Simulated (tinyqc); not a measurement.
Worked calculation: one-electron ion in a basis of Gaussians. Computed by tinyqc, a small Python program that keeps every step. Settings: Z = 4, l = 0. Command: `OMP_NUM_THREADS=1 python tinyqc.py 29881 29882 out.jsonl` (the two numbers bound the seeds that draw the settings). One thread of a shared host (Intel(R) Xeon(R) Processor @ 2.60GHz), about 0.01 s of CPU time with the checks.

## Matrices over normalised Gaussians

exponents of r^l exp(-a r^2) (1/bohr^2): 1.518000  5.799000  22.160000  84.700000

Z = 4

l = 0

With p = a_i + a_j and I(k) = Gamma((k+1)/2) / (2 p^((k+1)/2)): S = I(2l+2), T = (2l+3) a_i a_j S / p, V = -Z I(2l+1), each divided by sqrt(S_ii S_jj).

S, lower triangle:
```
          1         2         3         4
1  1.000000
2  0.730321  1.000000
3  0.342893  0.730222  1.000000
4  0.134901  0.342773  0.730150  1.000000
```

T (hartree), lower triangle:
```
          1          2          3           4
1  2.277000
2  2.635889   8.698500
3  1.461424  10.068788  33.240000
4  0.603522   5.581112  38.474356  127.050000
```

V (hartree), lower triangle:
```
           1           2           3           4
1  -7.864406
2  -8.916525  -15.371159
3  -7.530888  -17.427318  -30.047955
4  -5.653644  -14.717826  -34.067067  -58.745114
```

## Generalised eigenproblem

H = T + V (hartree), lower triangle:
```
           1          2         3          4
1  -5.587406
2  -6.280636  -6.672659
3  -6.069463  -7.358531  3.192045
4  -5.050123  -9.136714  4.407289  68.304886
```

Solve H C = S C e through S^(-1/2); each column has its largest component positive (the first on a tie).

eigenvalues of S: 0.078887  0.318973  1.055990  2.546149

eigenvalues (hartree): -7.969850  0.316757  28.020657  159.730768

coefficients:
```
          1          2          3          4
1  0.396441   1.395333  -0.707253   0.284598
2  0.550351  -1.181787   1.833385  -0.911923
3  0.151752  -0.043712  -1.637141   1.784556
4  0.046528  -0.053497   0.045570  -1.635989
```

For Z = 4 and l = 0 the exact lowest level is -Z^2/(2 n^2) with n = l + 1: -8.000000 hartree.
